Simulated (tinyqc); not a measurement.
Resistive crossbar, vector-matrix product with wire resistance: effect of the wire resistance.

2 rows and 2 columns. Cell (i, j) joins row node wij to column node bij. Each row is driven at its left end through one wire segment rw; neighbouring nodes along a row or a column are joined by rw; each column ends below the last row in one more rw and a virtual ground, where its current is read. Ideal output: I_j = sum_i V_i G_ij.

The nodal equations (Kirchhoff current law at every node) are solved for each rw; errors are I_j/ideal - 1.

Values chosen for this exercise: input voltages of the rows V = [0.3, 0.15] V.

cell conductances G (uS):

|  | column 1 | column 2 |
|---|---|---|
| row 1 | 6.3 | 22 |
| row 2 | 16 | 6.6 |

Results:

| rw (ohm) | error, column 1 (%) | error, column 2 (%) |
|---|---|---|
| 1 | -0.005018 | -0.009527 |
| 2 | -0.01004 | -0.01905 |
| 5 | -0.02509 | -0.04762 |
| 10 | -0.05016 | -0.09519 |
| 20 | -0.1003 | -0.1902 |
| 50 | -0.2502 | -0.4742 |
| 100 | -0.4988 | -0.9440 |
| 500 | -2.435 | -4.553 |

Estimate the missing row, rw = 200 ohm.

Computed row:

| rw (ohm) | error, column 1 (%) | error, column 2 (%) |
|---|---|---|
| 200 | -0.9916 | -1.871 |

With this row back in the table: The error of the last column goes from -0.00953 % at rw = 1 ohm to -4.55 % at 500 ohm, as rw^(1.00) at the start and rw^(0.97) at the end. At 500 ohm the worst column is number 2.

tinyqc, about 0.01 s, one thread, Intel Xeon 2.30GHz (shared host): `OMP_NUM_THREADS=1 python tinyqc.py 2880010 2880011 out.jsonl`
